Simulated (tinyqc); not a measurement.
Worked calculation: LDA (VWN5) atom on a uniform radial grid, spin-unpolarised, for Be+. Computed by tinyqc, a small Python program that keeps every step. Settings: Z = 4, points = 64, R = 12.2, functional = lda,vwn, mixing = 0.2, iteration cap = 73. Command: `OMP_NUM_THREADS=1 python tinyqc.py 29213 29214 out.jsonl` (the two numbers bound the seeds that draw the settings). One thread of a shared host (Intel(R) Xeon(R) Processor @ 2.60GHz), about 0.09 s of CPU time with the checks. Later iterations appear only in the table of the cycle.

## Iteration 1

Spherical atom on a uniform radial grid r_j = j h with h = R/(N + 1), h sum u^2 = 1 and integrals as h times sums, u(0) = u(R) = 0 (atomic units):
```
parameter            value
Z                        4
points N                64
R                12.200000
h                 0.187692
mixing            0.200000
electrons in 1s          2
electrons in 2s          1
```

Three-point differences turn -u''/2 + [l(l+1)/2r^2 - Z/r + V] u = e u into a tridiagonal matrix (diagonal 1/h^2 + potential, off-diagonal -1/2h^2). D = sum f u^2; the Hartree potential y/r solves y'' = -D/r with y(0) = 0, y(R) = N_e; v_xc comes from rho = D/(4 pi r^2); E = sum f e - int D V + int D (V_H/2 + eps_xc); V(new) = V + mixing (V_H + v_xc - V).

eigenvalues (hartree): 1s -7.109652, 2s -1.934109

Every 4th grid point:
```
r              V in     u(1s)      u(2s)         D       V_H       v_xc
0.750769   0.000000  0.669734  -0.410174  1.065331  3.357846  -0.587755
1.501538   0.000000  0.083511  -0.843496  0.725434  1.923652  -0.340729
2.252308   0.000000  0.007810  -0.517522  0.267951  1.324467  -0.197112
3.003077   0.000000  0.000649  -0.228357  0.052148  0.998321  -0.101683
3.753846   0.000000  0.000051  -0.085731  0.007350  0.799128  -0.049550
4.504615   0.000000  3.79e-06  -0.029218  0.000854  0.665980  -0.023123
5.255385   0.000000  2.75e-07  -0.009335  0.000087  0.570843  -0.010375
6.006154   0.000000  1.96e-08  -0.002848  0.000008  0.499488  -0.004500
6.756923   0.000000  1.38e-09  -0.000839  7.04e-07  0.443989  -0.001899
7.507692   0.000000  9.53e-11  -0.000241  5.79e-08  0.399590  -0.000786
8.258462   0.000000         0  -0.000068  4.56e-09  0.363264  -0.000320
9.009231   0.000000         0  -0.000019  3.46e-10  0.332992  -0.000129
9.760000   0.000000         0  -0.000005  2.55e-11  0.307377  -0.000052
10.510769  0.000000         0  -1.35e-06         0  0.285422  -0.000010
11.261538  0.000000         0  -3.47e-07         0  0.266393   0.000000
12.012308  0.000000         0  -4.61e-08         0  0.249744   0.000000
```

total energy = -11.97851144 hartree

## Iteration 2

As before.

eigenvalues (hartree): 1s -6.293512, 2s -1.578636

Every 4th grid point:
```
r              V in     u(1s)      u(2s)         D       V_H       v_xc
0.750769   0.554018  0.694851  -0.337962  1.079855  3.308524  -0.590233
1.501538   0.316585  0.097232  -0.826311  0.701698  1.904857  -0.337286
2.252308   0.225471  0.010360  -0.569722  0.324797  1.320475  -0.208864
3.003077   0.179328  0.000987  -0.282362  0.079730  0.997726  -0.115415
3.753846   0.149916  0.000088  -0.119291  0.014230  0.799056  -0.060397
4.504615   0.128571  0.000008  -0.045858  0.002103  0.665972  -0.030431
5.255385   0.112094  6.42e-07  -0.016564  0.000274  0.570842  -0.014829
6.006154   0.098998  5.29e-08  -0.005724  0.000033  0.499488  -0.007013
6.756923   0.088418  4.30e-09  -0.001914  3.66e-06  0.443989  -0.003235
7.507692   0.079761  3.46e-10  -0.000624  3.89e-07  0.399590  -0.001463
8.258462   0.072589  2.75e-11  -0.000199  3.97e-08  0.363264  -0.000652
9.009231   0.066573         0  -0.000063  3.91e-09  0.332992  -0.000287
9.760000   0.061465         0  -0.000019  3.75e-10  0.307377  -0.000126
10.510769  0.057082         0  -0.000006  3.48e-11  0.285422  -0.000054
11.261538  0.053279         0  -1.71e-06         0  0.266393  -0.000011
12.012308  0.049949         0  -2.44e-07         0  0.249744   0.000000
```

total energy = -12.14741103 hartree

## Convergence

Stop when input and output potentials agree to 1e-7.

Course of the cycle (hartree):
```
iteration             E      e(1s)      e(2s)  largest |V(out) - V(in)|
1          -11.97851144  -7.109652  -1.934109                  5.21e+00
2          -12.14741103  -6.293512  -1.578636                  4.00e+00
3          -12.25570210  -5.668873  -1.313688                  3.06e+00
4          -12.32417711  -5.190862  -1.115171                  2.34e+00
5          -12.36696684  -4.825125  -0.965664                  1.78e+00
6          -12.39344434  -4.545356  -0.852519                  1.36e+00
7          -12.40969825  -4.331407  -0.766512                  1.03e+00
8          -12.41961406  -4.167846  -0.700872                  7.83e-01
9          -12.42563487  -4.042850  -0.650601                  5.93e-01
10         -12.42927837  -3.947360  -0.611986                  4.49e-01
11         -12.43147835  -3.874438  -0.582248                  3.40e-01
...                 ...        ...        ...                       ...
62         -12.43482469  -3.640568  -0.480144                  6.61e-07
63         -12.43482469  -3.640568  -0.480144                  5.17e-07
64         -12.43482469  -3.640568  -0.480144                  4.18e-07
65         -12.43482469  -3.640568  -0.480144                  3.51e-07
66         -12.43482469  -3.640568  -0.480144                  2.93e-07
67         -12.43482469  -3.640568  -0.480144                  2.45e-07
68         -12.43482469  -3.640568  -0.480144                  2.04e-07
69         -12.43482469  -3.640568  -0.480144                  1.69e-07
70         -12.43482469  -3.640568  -0.480144                  1.40e-07
71         -12.43482469  -3.640569  -0.480144                  1.16e-07
72         -12.43482469  -3.640569  -0.480144                  9.61e-08
```

Converged in 72 iterations. A uniform grid resolves the cusp poorly: for a bare nucleus this grid gives 1s at -7.10965 against -Z^2/2 = -8 hartree. Before convergence this energy mixes input and output and is not variational, so it may rise towards its limit.
